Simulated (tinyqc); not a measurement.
Length of a molecular wire: coherent transport through a tight-binding bridge. Computed by the program tinyqc. Command: `OMP_NUM_THREADS=1 python tinyqc.py 111859 111860 out.jsonl`; one thread of a shared host (Intel(R) Xeon(R) Processor @ 2.60GHz), about 1 s.

A uniform bridge between two chains:
```
parameter,value
site energy (eV),1.840000
hopping in the bridge (eV),0.830000
lead hopping (eV),1.900000
couplings (eV),"0.45, 1.14"
E (eV),-0.360000
```

T = Gamma_L Gamma_R |G_1n|^2 with the self-energies of semi-infinite chains.

Transmission against length:
```
sites,T,ln T
2,1.0893e-02,-4.5196
3,2.2272e-03,-6.1070
4,4.6082e-04,-7.6825
5,9.5580e-05,-9.2555
6,1.9835e-05,-10.8281
7,4.1166e-06,-12.4005
8,8.5439e-07,-13.9729
9,1.7733e-07,-15.5453
10,3.6804e-08,-17.1177
```

E lies outside the band of the bridge (|E - e|/2h = 1.325 > 1), so T decays as exp(-beta n) with beta = 2 arccosh(1.325) = 1.5724 a site; the last two rows give 1.5724.
